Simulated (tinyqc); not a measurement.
Modulation-doped quantum well, Poisson-Schroedinger loop: effect of the sheet density of electrons.

A well of width L centred at z = 0 between barriers Vb; effective-mass electrons, parabolic bands. The electrons come from donor sheets outside the mesh, a share fL of Ns on the left and the rest on the right, so the structure is neutral. Energies are counted from the band edge of the well, with U = 0 on the first node in the Hartree part.

Schroedinger equation -C d/dz (1/m) dpsi/dz + (V0 + U) psi = E psi, C = hbar^2/(2 m0), on a fine mesh (400 intervals across the well) with hard walls 5.85 nm outside the well edges (to within half a fine step); the lowest 2 levels are kept. V0 = 0 in the well and Vb outside, plus q Fz z (1 kV/cm = 1e-4 eV/nm). N_k = D Vt ln(1 + exp((EF - E_k)/Vt)), D = md m0 q/(pi hbar^2), sum N_k = Ns; n = sum N_k |psi_k|^2. dU/dz = q (fL Ns - integral of n from the left)/(eps0 eps_r). The loop is converged to 1e-9 eV; shares under 0.001 % are printed as 0.

Inputs (values chosen for the exercise); material values those of a made-up well: temperature T = 4.2 K; mass along z in the well mw = 0.083 m0; mass along z in the barriers mb = 0.113 m0; in-plane mass md = 0.0681 m0; barrier height Vb = 0.215 eV; relative permittivity (all layers) eps_r = 13.5; well width L = 11.7 nm; share of the donors on the left side fL = 0; applied field along z Fz = 0 kV/cm.

Constants: q = 1.602176634e-19 C, kB = 1.380649e-23 J/K, hbar = 1.054571817e-34 J s, m0 = 9.1093837015e-31 kg, Vt = kB T/q, eps0 = 8.8541878128e-14 F/cm where lengths are in cm, hbar^2/(2 m0) = 0.0380998212 eV nm^2. Results are converted to the units shown.

The same in every row: share of E2 (%) = 0.

Effect of the sheet density of electrons:
```
Ns (cm^-2)  E2 - E1 (meV)  EF - E1 (meV)  centroid (nm)  charge in the barriers (%)  range of U in the well (meV)
5e10                 58.3           1.75         0.0860                        2.13                          3.86
9.4e10               58.0           3.30          0.160                        2.17                          7.17
1.7e11               57.7           5.98          0.286                        2.24                          12.7
3.3e11               57.0           11.6          0.538                        2.44                          23.5
6.1e11               56.5           21.4          0.937                        2.94                          40.3
1.1e12               56.4           38.7           1.52                        4.15                          64.2
```

What does the table show?

As Ns goes from 5e10 to 1.1e12, E2 - E1 falls from 58.3 to 56.4 meV, EF - E1 rises from 1.75 to 38.7 meV and the share of E2 stays at 0 %. EF stays below E2 throughout. The band bending across the well rises from 3.86 to 64.2 meV, as Ns^(0.91).

tinyqc, about 0.2 s, one thread, Intel Xeon 2.30GHz (shared host): `OMP_NUM_THREADS=1 python tinyqc.py 2140153 2140154 out.jsonl`
